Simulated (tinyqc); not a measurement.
# Three-phonon processes in a diatomic chain: dispersion, energy and momentum conservation, and decay channels of optical phonons, step by step

A worked calculation. Computed by tinyqc, a small Python program that keeps every step. Command: `OMP_NUM_THREADS=1 python tinyqc.py 3121003 3121004 out.jsonl threeph walk`. One thread of a shared host (Intel(R) Xeon(R) Processor @ 2.30GHz), about 0.04 s of CPU time with the checks. Intermediate numbers are printed to about 7 digits and carried at full precision; extremes and crossings named in words are read from the listed rows.

Cell length a, two atoms, one spring constant. x = q a/pi runs from -1 to 1; A and O are the acoustic and optical branches. Matrix elements are not computed: only conservation laws and occupation factors are followed.

Inputs (values chosen for the exercise, for a model chain):
```
quantity                                   value           unit
light mass m                                69.7              u
heavy mass M                                 308              u
spring constant k                             13  eV/angstrom^2
temperature T                                300              K
wave number of the decaying phonon q a/pi   0.18              -
```

Constants: nu for 1 eV/(angstrom^2 u) = 15.6333042 THz; h x 1 THz = 4.135667696 meV; k_B = 8.617333262e-05 eV/K.

## Band edges

omega^2 = k (1/m + 1/M) -/+ k sqrt((1/m + 1/M)^2 - 4 sin^2(pi x/2)/(m M)); nu = 15.6333042 THz x sqrt(omega^2) for eV/(angstrom^2 u). Acoustic top sqrt(2 k/M), optical bottom sqrt(2 k/m), optical top sqrt(2 k (1/m + 1/M)).

acoustic top = 4.542157 THz

optical bottom = 9.548190 THz

optical top = 10.57351 THz

optical top over twice the acoustic top = 1.163931

optical bottom over twice the acoustic top = 1.051064

optical width over acoustic top = 0.2257342

The zone-centre optical phonon lies above twice the acoustic top (M/m > 3), so its decay into two acoustic phonons is forbidden; at M/m > 4 energy alone forbids it for every optical phonon.

## Dispersion

The formulas are those given above.

Branches:
```
x     nu_A (THz)  nu_O (THz)
0.10    0.642836    10.55395
0.20    1.276839    10.49613
0.35    2.190666    10.34409
0.50    3.027039    10.13095
0.65    3.738818     9.89042
0.80    4.262708     9.67618
0.90    4.470409     9.58199
1.00    4.542157     9.54819
```

## All channels at the given wave number

Processes for O(x): decay O -> A + A and O -> O + A with x = x' + x'' (mod 2), and absorption O + A -> O with x + x' = x'' (mod 2). Roots of the energy mismatch in x' are bracketed on 4001 points from -1 to 1 and refined. A process is umklapp (U) if the sum of wave numbers leaves (-1, 1]. Weight = occupation factor/|d mismatch/dx'|, the factor being 1 + n' + n'' for decay and n' - n'' for absorption. Pairs that differ only by exchanging two acoustic products count once, and the trivial root x' = 0 is left out.

nu_O(x) = 10.51066 THz

Channels:
```
process  x'  x''  nu' (THz)  nu'' (THz)  type  weight (1/THz)
none      -    -          -           -     -               -
```

No three-phonon channel is open for this phonon in the chain; four-phonon processes, or other branches in three dimensions, would set its lifetime.

## Phase space against the mass ratio

Total weight summed over channels and averaged over x = 0.05, 0.15, ..., 0.95, with m and k fixed; share of those x with an open channel.

Optical phonons:
```
M/m  weight, A + A (1/THz)  weight, with O (1/THz)  share open
1.1              0.2993519                       0         1.0
1.5              0.6561530                       0         1.0
2.0              0.3825197                       0         0.8
2.5              0.2179690                       0         0.5
2.9              0.1684408                       0         0.2
3.3              0.0000000                       0         0.0
3.7              0.0000000                       0         0.0
4.2              0.0000000                       0         0.0
6.0              0.0000000                       0         0.0
```

The A + A channel closes between M/m = 2.9 and 3.3 on this grid: energy conservation alone would allow it up to M/m = 4, where the optical bottom passes twice the acoustic top, but momentum must be conserved too. No channel with a second optical phonon opens at any ratio. A large gap that shuts such channels is one reason why crystals with very unequal masses can conduct heat well.

Checks made by the program: band edges against the dispersion (relative difference below 1e-10).
